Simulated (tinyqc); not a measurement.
Capture against temperature: configuration-coordinate model of carrier capture at a defect.

Two parabolas of equal curvature k in one coordinate Q: with the carrier free at the band edge, U_f = k Q^2/2; with the carrier trapped, U_t = k (Q - dQ)^2/2 - ET. ER = k dQ^2/2, Huang-Rhys factor S = ER/hw, hw = 0.0646541 sqrt(k/M) eV for k in eV/angstrom^2 and M in u. The curves cross at a height Eb = (ER - ET)^2/(4 ER) above the free minimum.

Multiphonon factor for giving p = ET/hw phonons to the lattice: W = exp(-S (2 nb + 1)) ((nb + 1)/nb)^(p/2) I_p(x), nb = 1/(exp(hw/kT) - 1), x = 2 S sqrt(nb (nb + 1)), I_p the modified Bessel function. Classical limit: W = hw exp(-Eb/kT)/sqrt(4 pi ER kT). At T = 0: exp(-S) S^p/Gamma(p + 1).

Constants: kB = 8.617333262e-05 eV/K.

Parameters, chosen for this exercise (out of a larger set: of the size met at an oxide trap near a Si / SiO2 interface; not measured data):
- ET = 0.54 eV (thermal depth of the level below the band edge)
- ER = 1.21 eV (relaxation energy)
- hw = 0.056 eV (phonon energy of the mode)

The local activation energy is -d ln W/d(1/kT), by central differences with T changed by 1 %.

Against T:

| T (K) | kT/hw | log10 W | log10 W, classical | activation energy (eV) |
|---|---|---|---|---|
| 40 | 0.062 | -2.712 | -12.297 | 0.0000 |
| 60 | 0.092 | -2.712 | -8.490 | 0.0000 |
| 80 | 0.123 | -2.711 | -6.605 | 0.0002 |
| 120 | 0.185 | -2.693 | -4.745 | 0.0025 |
| 160 | 0.246 | -2.639 | -3.834 | 0.0089 |
| 300 | 0.462 | -2.330 | -2.607 | 0.0375 |
| 400 | 0.616 | -2.150 | -2.280 | 0.0478 |
| 550 | 0.846 | -1.976 | -2.031 | 0.0527 |

Give the missing row, T (K) = 220, kT/hw = 0.339.

Computed row:
```
T (K)  kT/hw  log10 W  log10 W, classical  activation energy (eV)
220    0.339   -2.511              -3.106                  0.0224
```

log10 W at T = 0 = -2.712
Eb = 0.0927 eV

At 40 K log10 W is -2.71, against -2.71 at T = 0 and -12.3 classically; at 550 K the two forms differ by +0.05. The activation energy read from an Arrhenius plot goes from 0.000 eV at 40 K to 0.053 at 550 K, with its largest value 0.053 at 550 K, against Eb = 0.093 eV; the classical form itself gives Eb - kT/2. A measured slope therefore understates the barrier.

Run: tinyqc, `OMP_NUM_THREADS=1 python tinyqc.py 1481540 1481541 out.jsonl`; Intel(R) Xeon(R) Processor @ 2.30GHz, one thread, shared host; about 0.01 s of CPU time with all checks.
